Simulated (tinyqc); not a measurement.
# On-chip interconnect, size-dependent resistivity and RC delay: delay against the reflection coefficient of grain boundaries

A rectangular line between two neighbours and two ground planes. Surface and grain-boundary scattering are added to the bulk resistivity as corrections; capacitances are parallel-plate values without fringing; inductance is ignored.

Metal width x = wd - 2 tl, height y = AR wd - tl; grain boundaries (Mayadas-Shatzkes): al = (lam/(gr x)) Rg/(1 - Rg), g = 1/[1 - 3 al/2 + 3 al^2 - 3 al^3 ln(1 + 1/al)] - 1; surfaces (Fuchs-Sondheimer, thick limit): s = (3/8) lam (1 - ps)(1/x + 1/y); rho = rho0 (1 + g + s); r = rho/(x y); c = eps0 ek (2 wd/hd + 2 Mf AR wd/sp). Elmore delay tE = Rd (c Lw + Cl) + r Lw (c Lw/2 + Cl); t50 is the time at which the far end of a ladder of 30 pi sections (half capacitances at both ends, Cl at the far end, a step applied through Rd) reaches half the step; line share r Lw/(Rd + r Lw); estimate 0.69 Rd (c Lw + Cl) + 0.38 r c Lw^2 + 0.69 r Lw Cl.

Parameters, values chosen for the exercise; metal values close to those of copper:

| symbol | value | unit | meaning |
|---|---|---|---|
| rho0 | 1.7 | uohm cm | bulk resistivity |
| lam | 40.6 | nm | bulk mean free path |
| ps | 0 |  | specular share of surface scattering |
| gr | 2 |  | grain size over the metal width |
| wd | 19 | nm | drawn line width |
| AR | 1.8 |  | aspect ratio, height over width |
| tl | 1.2 | nm | liner on both walls and the bottom, not conducting |
| sp | 19 | nm | space to the neighbouring lines |
| hd | 22 | nm | dielectric height to the planes above and below |
| ek | 3 |  | relative permittivity of the dielectric |
| Mf | 0 |  | Miller factor of the neighbours |
| Lw | 69 | um | line length |
| Rd | 5600 | ohm | driver resistance |
| Cl | 0.068 | fF | load capacitance |

Constants: eps0 = 8.8541878128e-12 F/m. Results are converted to the units shown.

The same in every row: c (fF/um) = 0.04588.

Results:
```
Rg    rho (uohm cm)  r (ohm/um)  tE (ps)  t50 (ps)  estimate (ps)  line share of the resistance (%)
0.05          4.204       76.75    26.85     19.47          19.11                             48.60
0.15          4.569       83.41    27.61     20.06          19.69                             50.68
0.25          5.020       91.63    28.55     20.80          20.40                             53.03
0.35          5.601       102.2    29.76     21.74          21.31                             55.75
0.45          6.387       116.6    31.39     23.02          22.55                             58.96
0.65          9.284       169.5    37.41     27.70          27.11                             67.62
0.75          12.46       227.4    44.02     32.80          32.11                             73.70
```

Estimate the missing row, Rg = 0.55.

Computed row:
```
Rg    rho (uohm cm)  r (ohm/um)  tE (ps)  t50 (ps)  estimate (ps)  line share of the resistance (%)
0.55          7.516       137.2    33.74     24.85          24.33                             62.83
```

With this row back in the table: As Rg goes from 0.05 to 0.75, r rises from 76.7 to 227 ohm/um, c stays at 0.0459 fF/um and t50 rises from 19.5 to 32.8 ps. t50/tE lies between 0.725 and 0.745, and the estimate is within 2.1 % of t50.

Range of the model: The metal width is under the mean free path, where the thick-limit surface term and the simple sum of corrections lose accuracy.

Numbers from tinyqc (`OMP_NUM_THREADS=1 python tinyqc.py 2100062 2100063 out.jsonl`; about 0.01 s on one thread of a shared Intel Xeon 2.30GHz).
